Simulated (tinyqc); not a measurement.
Geometry optimisation on the LDA (VWN5)/sto-6g surface (energies and gradients from PySCF), for H4, spin multiplicity 1, step by step. One step of it, computed by the program tinyqc.

Task: Step 3: move. Quasi-Newton step p = -H^(-1) g (the inverse Hessian comes from BFGS updates; coordinates in the order x, y, z of each atom); steps longer than 0.3 bohr are cut back (factor 0.917 here).

positions after step 2 (bohr), order 1H, 2H, 3H, 4H:
$$\begin{pmatrix}
-0.069612 & 0.068899 & -0.283188 \\
-0.015509 & 0.025680 & 1.111476 \\
0.080077 & -0.029440 & 3.256291 \\
0.010712 & -0.070808 & 4.732883
\end{pmatrix}$$

gradient (hartree/bohr), order 1H, 2H, 3H, 4H:
$$\begin{pmatrix}
0.00024281 & -0.00031334 & 0.01201576 \\
0.00104045 & -0.00080108 & 0.02957127 \\
0.00083141 & 0.00176651 & -0.06448414 \\
-0.00211467 & -0.00065209 & 0.02289712
\end{pmatrix}$$

inverse Hessian in use (bohr^2/hartree):
```
            1          2          3          4          5          6          7          8
1    6.665788   0.000669  -0.021681   0.000083  -0.000246   0.005377   0.002187   0.000058
2    0.000669   6.666183   0.015345  -0.000192   0.000320  -0.008767  -0.001746  -0.000141
3   -0.021681   0.015345   6.184874   0.007896  -0.012123   0.345408   0.057478   0.005598
4    0.000083  -0.000192   0.007896   6.667090  -0.000548   0.019335  -0.000379  -0.000258
5   -0.000246   0.000320  -0.012123  -0.000548   6.667245  -0.021152   0.000464  -0.000137
6    0.005377  -0.008767   0.345408   0.019335  -0.021152   7.426327  -0.008844   0.004167
7    0.002187  -0.001746   0.057478  -0.000379   0.000464  -0.008844   6.659989  -0.001727
8    0.000058  -0.000141   0.005598  -0.000258  -0.000137   0.004167  -0.001727   6.664635
9   -0.000403   0.003766  -0.159249   0.009507   0.005181  -0.152022   0.058806   0.074043
10  -0.001391   0.001270  -0.043693  -0.000128   0.000330  -0.015868   0.004869   0.001927
11  -0.000481   0.000304  -0.008820   0.000999  -0.000762   0.025751   0.003009   0.002310
12   0.016707  -0.010345   0.295634  -0.036737   0.028095  -0.953046  -0.107440  -0.083808

            9         10         11         12
1   -0.000403  -0.001391  -0.000481   0.016707
2    0.003766   0.001270   0.000304  -0.010345
3   -0.159249  -0.043693  -0.008820   0.295634
4    0.009507  -0.000128   0.000999  -0.036737
5    0.005181   0.000330  -0.000762   0.028095
6   -0.152022  -0.015868   0.025751  -0.953046
7    0.058806   0.004869   0.003009  -0.107440
8    0.074043   0.001927   0.002310  -0.083808
9    3.965263  -0.067909  -0.082990   3.012674
10  -0.067909   6.663316  -0.003527   0.127470
11  -0.082990  -0.003527   6.664815   0.066058
12   3.012674   0.127470   0.066058   4.311405
```

Give: positions after step 3.

Result:

positions after step 3 (bohr), order 1H, 2H, 3H, 4H:
$$\begin{pmatrix}
-0.071 & 0.071 & -0.376 \\
-0.021 & 0.031 & 0.917 \\
0.080 & -0.034 & 3.433 \\
0.018 & -0.074 & 4.844
\end{pmatrix}$$
